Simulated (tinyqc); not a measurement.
# Resistance of a source-drain extension with a graded tip: two studies

y runs along the channel, the gate covers y > 0. The doping is N0 for y < y0 and N0 10^(-(y - y0)/la) beyond, uniform over the depth xj. Sheet conductance s(y) = q mu(N) max(N - Nch, 0) xj + (for y > 0) ma Cox Vo, with mu(N) = u0 + (u1 - u0)/(1 + (N/Nr)^au) and Cox = eps0 eox/tox. Current is taken as one-dimensional; depletion of the tip, spreading and the contact are left out. The metallurgical junction lies at yj, where N = Nch.

Inputs (values chosen for the exercise); mobility law close to that of electrons in silicon:
```
symbol   value        unit                                                                 meaning
eox       24.5              relative permittivity of the gate insulator (close to zirconium oxide)
tox          6          nm                                                     insulator thickness
N0      1.8e20       cm^-3                        active doping of the extension far from the gate
la         6.7   nm/decade                                                      lateral abruptness
xj          20          nm                                                  depth of the extension
Nch     9.1e17       cm^-3                                                          channel doping
Ls           6          nm                                                           spacer length
Vo        0.55           V                                                          gate overdrive
ma         110  cm^2/(V s)                                      mobility of the gate-induced layer
u1        1414  cm^2/(V s)                                                  mobility at low doping
u0        68.5  cm^2/(V s)                                                 mobility at high doping
Nr      9.2e16       cm^-3                                                        reference doping
au       0.711                                                                            exponent
Lg          50          nm                                                             gate length
```

Constants: q = 1.602176634e-19 C, eps0 = 8.8541878128e-14 F/cm where lengths are in cm. Results are converted to the units shown.

Each table varies one quantity; the others keep the values above.

## Abruptness at a fixed junction position

R_spacer = integral of dy/s from -Ls to 0, R_ov from 0 to yj, R_channel = (Lg - 2 yj)/(ma Cox Vo), R_total = 2 R_spacer + 2 R_ov + R_channel. Electrical length L_eff = ma Cox dR_total/d(1/Vo); R_series = R_total - L_eff/(ma Cox Vo). y0 is moved with la so that yj stays at 15.485 nm.

The same in every row: yj (nm) = 15.48; R_channel (ohm um) = 87.00.

Results:
```
la (nm/decade)	R_spacer (ohm um)	R_ov (ohm um)	R_total (ohm um)	L_eff (nm)	R_series (ohm um)
1	1.401	7.147	104.1	20.19	11.81
2.1	1.401	11.23	112.3	21.38	14.52
4.4	1.401	19.75	129.3	23.87	20.19
5.5	1.401	23.83	137.5	25.06	22.90
6.6	1.401	27.91	145.6	26.25	25.60
7.7	1.598	31.81	153.8	27.43	28.40
8.8	2.367	35.24	162.2	28.58	31.56
```

Estimate the missing row, la = 3.2 nm/decade.

Computed row:
```
la (nm/decade)	R_spacer (ohm um)	R_ov (ohm um)	R_total (ohm um)	L_eff (nm)	R_series (ohm um)
3.2	1.401	15.30	120.4	22.57	17.23
```

With this row back in the table: As la goes from 1 to 8.8 nm/decade, R_total rises from 104 to 162 ohm um, R_spacer rises from 1.40 to 2.37 ohm um and R_ov rises from 7.15 to 35.2 ohm um. R_total changes on average by 7.45 ohm um for each nm/decade. L_eff exceeds the metallurgical length by 1.16 nm in the first row and 9.55 nm in the last, since the gate also controls the lightly doped tips.

## Effect of the position under the gate where the fall begins

Same model as above.

Results:
```
y0 (nm)	yj (nm)	R_spacer (ohm um)	R_ov (ohm um)	R_channel (ohm um)	R_total (ohm um)	L_eff (nm)	R_series (ohm um)
-6	9.385	4.154	24.75	142.8	200.6	38.32	25.39
-2	13.38	1.590	27.64	106.2	164.7	30.54	25.05
0	15.38	1.401	28.26	87.92	147.2	26.56	25.81
2	17.38	1.401	28.70	69.63	129.8	22.57	26.65
4	19.38	1.401	29.14	51.34	112.4	18.58	27.50
6	21.38	1.401	29.59	33.06	95.04	14.59	28.35
```

Estimate the missing row, y0 = -4 nm.

Computed row:
```
y0 (nm)	yj (nm)	R_spacer (ohm um)	R_ov (ohm um)	R_channel (ohm um)	R_total (ohm um)	L_eff (nm)	R_series (ohm um)
-4	11.38	2.357	26.56	124.5	182.3	34.48	24.68
```

With this row back in the table: As y0 goes from -6 to 6, R_total falls from 201 to 95.0 ohm um, L_eff falls from 38.3 to 14.6 nm and R_series goes from 25.4 through a minimum of 24.7 (at y0 = -4 among the rows listed) to 28.3 ohm um. More overlap also shortens the channel and adds capacitance, effects on threshold and speed that are left out.

Numbers from tinyqc (`OMP_NUM_THREADS=1 python tinyqc.py 2282139 2282140 out.jsonl`; about 0.03 s on one thread of a shared Intel Xeon 2.30GHz).
